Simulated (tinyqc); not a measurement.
Lattice vibrations of a chain, step by step. One step of it, computed by the program tinyqc.

Question. Frequencies. omega^2 are the eigenvalues; wavenumber = 521.4708 sqrt(eigenvalue) 1/cm.

D(q) (eV/(angstrom^2 u)):
```
                    1          2                   3
1            0.300248  -0.205068  0.206969+0.053141i
2           -0.205068   1.006390           -0.522979
3  0.206969-0.053141i  -0.522979            0.668571
```

Give: eigenvalues; wavenumbers; weights |e|^2 of the mass-weighted modes.

Answer.

eigenvalues: 0.1895  0.3262  1.4595

wavenumbers (1/cm): 227.0  297.9  630.0

weights |e|^2 of the mass-weighted modes:
```
        mode 1  mode 2  mode 3
atom 1  0.6786  0.2625  0.0589
atom 2  0.0426  0.3521  0.6053
atom 3  0.2788  0.3855  0.3357
```
